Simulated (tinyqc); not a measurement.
Series resistance and length offset from two lengths at two overdrives.

Question. In strong inversion R W = Rsd + k(x)(L - dL), k(x) = (1 + th1 x)/(mu0 Cox x), x the overdrive, Cox = eps0 eox/tox, with Rsd and dL independent of x. Find dL, Rsd, mu0 and th1.

Parameters, values chosen for the exercise:
- eox = 3.9 (relative permittivity of the gate insulator (close to silicon dioxide))
- tox = 3.5 nm (insulator thickness)

Constants: eps0 = 8.8541878128e-14 F/cm where lengths are in cm. Results are converted to the units shown.

total resistance times width (ohm um):
```
                  L = 0.063 um  L = 0.51 um
overdrive 0.59 V    914.392029   6111.86163
overdrive 1.01 V    684.202216   4107.62274
```

Answer. At each overdrive R W is a straight line in L; the two lines cross at L = dL, R W = Rsd. Their slopes give k x = (1 + th1 x)/(mu0 Cox), a straight line in x.

dL = 0.00500 um
Rsd = 240 ohm um
mu0 = 180 cm^2/(V s)
th1 = 0.370 1/V

tinyqc, about 0.01 s, one thread, Intel Xeon 2.30GHz (shared host): `OMP_NUM_THREADS=1 python tinyqc.py 2210057 2210058 out.jsonl`
